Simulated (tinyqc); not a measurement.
Inside a calculation. Model: metal-interlayer-semiconductor contact, depinning against tunnelling resistance.

Numbers from tinyqc (`OMP_NUM_THREADS=1 python tinyqc.py 2270081 2270082 out.jsonl`; about 0.02 s on one thread of a shared Intel Xeon 2.30GHz). Printed values are rounded.

Zero bias, n-type semiconductor. Gap states at the semiconductor surface thin out as exp(-be ti), which unpins the barrier; electrons must then cross the interlayer (a rectangular barrier, no voltage drop across it) and the parabolic depleted layer, both by WKB. Energies E are counted from the Fermi level; no image force, parabolic bands.

Values chosen for this exercise; semiconductor values close to those of germanium; interlayer mass of the order of that in hafnium oxide, offset chosen freely: temperature T = 300 K; band gap Eg = 0.653 eV; relative permittivity eps_r = 15.9; electron affinity chi = 4.07 eV; conduction-band density of states at T Nc = 1.04e19 cm^-3; tunnelling mass in the semiconductor mt = 0.118 m0; Richardson mass mA = 1.14 m0; donor density Nd = 1e20 cm^-3; charge-neutrality level above the valence band E0 = 0.088 eV; pinning factor without interlayer S0 = 0.049; metal work function phiM = 3.96 eV; interlayer thickness ti = 0.7 nm; conduction-band offset of the interlayer above the semiconductor dE = 1.53 eV; tunnelling mass in the interlayer mi = 0.2 m0; decay constant of gap states through the interlayer be = 2.6 1/nm.

Constants: q = 1.602176634e-19 C, kB = 1.380649e-23 J/K, eps0 = 8.8541878128e-12 F/m, hbar = 1.054571817e-34 J s, h = 6.62607015e-34 J s, m0 = 9.1093837015e-31 kg, Vt = kB T/q, hbar^2/(2 m0) = 0.0380998212 eV nm^2. Results are converted to the units shown.

Range of the model: The depletion charge would drop about 0.19 V across such an interlayer (eps_r near 20) at ti = 0.7 nm and Nd = 1e20 cm^-3, against a band bending of 0.54 V; this model leaves that drop out.

## Pinning, barrier and scales

S = 1/(1 + (1/S0 - 1) exp(-be ti)); phiB = S (phiM - chi) + (1 - S)(Eg - E0); xi = Ec - EF deep inside, from Nd = Nc F(-xi/Vt), F(x) = (2/sqrt(pi)) int_0^infinity sqrt(u) du/(1 + exp(u - x)); band bending U = phiB - xi; E00 = (hbar/2) sqrt(Nd/(eps0 eps_r mt m0)) in volts; A = 4 pi q mA m0 kB^2/h^3.

S = 0.241277
phiB = 0.402138 eV
xi = -0.137191 eV
U = 0.539329 eV
E00 = 0.135546 eV
A = 136.997 A/(cm^2 K^2)

The interlayer moves the barrier from 0.532 eV to 0.402 eV; the unpinned limit is phiM - chi = -0.110 eV. E00/Vt = 5.24: by the usual rule of thumb (over 5) field emission.

## Exponents and integrand on an energy grid

| point | E (eV) |
|---|---|
| 0 | -0.13 |
| 1 | -0.09167 |
| 2 | -0.05333 |
| 3 | -0.015 |
| 4 | 0.02333 |
| 5 | 0.06167 |
| 6 | 0.1 |
| 7 | 0.13833 |
| 8 | 0.17667 |
| 9 | 0.215 |
| 10 | 0.25333 |
| 11 | 0.29167 |
| 12 | 0.33 |

With U = phiB - xi: for xi < E < phiB, y = (E - xi)/U and G1 = (U/E00) [sqrt(1 - y) - y ln((1 + sqrt(1 - y))/sqrt(y))], G1 = 0 above phiB; G2 = 2 ti sqrt(mi max(phiB + dE - E, 0)/C), C = hbar^2/(2 m0); f = 1/(1 + exp(E/Vt)); integrand exp(-G1 - G2) f.

| point | G1 | G2 | f | integrand (1e-4) |
|---|---|---|---|---|
| 0 | 3.80119 | 4.60618 | 0.993495 | 2.21764 |
| 1 | 3.16674 | 4.56317 | 0.971967 | 4.27167 |
| 2 | 2.67753 | 4.51974 | 0.887244 | 6.64219 |
| 3 | 2.26125 | 4.47590 | 0.641119 | 7.60386 |
| 4 | 1.89617 | 4.43162 | 0.288548 | 5.15342 |
| 5 | 1.57162 | 4.38689 | 0.0842849 | 2.17771 |
| 6 | 1.28165 | 4.34171 | 0.0204688 | 0.73943 |
| 7 | 1.02232 | 4.29605 | 0.00472175 | 0.23140 |
| 8 | 0.79113 | 4.24989 | 0.00107549 | 0.06955 |
| 9 | 0.58679 | 4.20324 | 2.44373e-4 | 0.02031 |
| 10 | 0.40864 | 4.15606 | 5.54906e-5 | 0.00578 |
| 11 | 0.25697 | 4.10833 | 1.25937e-5 | 0.00160 |
| 12 | 0.13345 | 4.06005 | 2.85919e-6 | 0.00043 |

## Contact resistivity

1/rho_c = (A T^2/Vt^2) I, with I the trapezoid sum of the integrand over the grid.

I = 1.07433e-4 eV
rho_c = 5.0454e-7 ohm cm^2

A fine grid from xi upwards gives rho_c = 4.951e-7 ohm cm^2; the coarse value is 1.9 % above it. The integrand peaks at E = -0.022 eV, and under 0.001 % of the current flows above phiB. Tunnelling through the interlayer costs a factor of 88.9 at this barrier height; the bare contact (ti = 0) has rho_c = 1.32e-8 ohm cm^2, so with the interlayer rho_c is 37.5 times that.
